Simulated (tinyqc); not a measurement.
# Doping from the body effect

Inverse problem. The threshold of a long MOSFET, counted against the source, shifts by gamma (sqrt(2 phiF + Vsb) - sqrt(2 phiF)) with gamma = sqrt(2 eps0 eps_r q N)/Cox. Find 2 phiF, gamma and N from two shifts.

Inputs (values chosen for the exercise): relative permittivity eps_r = 9.64.

Constants: q = 1.602176634e-19 C, eps0 = 8.8541878128e-14 F/cm where lengths are in cm. Results are converted to the units shown.

|VT - VT(0)| at source-body biases 1.1 and 2.4 V (V): [0.016011363, 0.032353828]
Cox = 2.0312549 uF/cm^2

Solution. The ratio of the shifts depends on 2 phiF alone and rises steadily with it, so it fixes 2 phiF; either shift then gives gamma, and gamma gives N.

2 phiF = 2.991 V
gamma = 0.05462 V^0.5
N = 4.500e16 cm^-3

tinyqc, about 0.01 s, one thread, Intel Xeon 2.30GHz (shared host): `OMP_NUM_THREADS=1 python tinyqc.py 2060073 2060074 out.jsonl`
